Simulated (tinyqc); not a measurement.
Resistance of a tapered via with liner, size effect and interface: one step of the calculation.

A round via whose diameter grows from db at the bottom as D(z) = db + 2 z/tan(ang). The fill, of diameter D - 2 tl, starts above the bottom liner (thickness fb tl) and has rho = rho0 (1 + ks lam/(D - 2 tl)); the sidewall liner conducts in parallel with it. The bottom liner and the interface are crossed over the full area pi db^2/4. Spreading in the lines above and below is left out.

Question. Slices of the via. Slices between z0 = fb tl and hv, evaluated at their midpoints: conductance per length pi/4 [(D - 2 tl)^2/rho + (D^2 - (D - 2 tl)^2)/rl], slice resistance = slice height over that. 10 slices.

Inputs (values chosen for the exercise); fill metal close to cobalt: diameter at the bottom db = 9.4 nm; height hv = 23 nm; sidewall angle ang = 86 degrees; bulk resistivity of the fill rho0 = 6.11 uohm cm; mean free path of the fill lam = 11.8 nm; size-effect factor ks = 0.7; liner on the sidewall tl = 1.7 nm; liner at the bottom over that on the sidewall fb = 1; resistivity of the liner rl = 320 uohm cm.

Give: z; D; rho; slice resistance.

Answer.

```
slice  z (nm)  D (nm)  rho (uohm cm)  slice resistance (ohm)
0      2.7650  9.7867         14.012                  8.7970
1      4.8950  10.085         13.660                  7.8625
2      7.0250  10.382         13.338                  7.0627
3      9.1550  10.680         13.042                  6.3739
4      11.285  10.978         12.770                  5.7769
5      13.415  11.276         12.518                  5.2567
6      15.545  11.574         12.284                  4.8010
7      17.675  11.872         12.067                  4.3998
8      19.805  12.170         11.865                  4.0450
9      21.935  12.468         11.676                  3.7299
```

Range of the model: The ballistic limit exceeds half of R_fill, so a diffusive resistivity alone understates the resistance.

tinyqc, about 0.01 s, one thread, Intel Xeon 2.30GHz (shared host): `OMP_NUM_THREADS=1 python tinyqc.py 2750021 2750022 out.jsonl`
